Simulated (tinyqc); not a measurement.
Impurity strength from the transmission.

Inverse problem. An infinite chain has hopping -t with t = 1 eV and site energy 0; E = -2 t cos(k) with E = -0.85 eV. One site has the energy u > 0, so T(E) = 1/[1 + u^2/(4 t^2 sin^2 k)]. Find sin^2 k and u.

T(E) = 0.94659774

Solution. sin^2 k = 1 - (E/2t)^2, and u = 2 t |sin k| sqrt(1/T(E) - 1).

sin^2 k = 0.819
u = 0.430 eV

Program tinyqc, `OMP_NUM_THREADS=1 python tinyqc.py 2660119 2660120 out.jsonl`; Intel Xeon 2.30GHz, shared host, one thread, about 0.02 s.
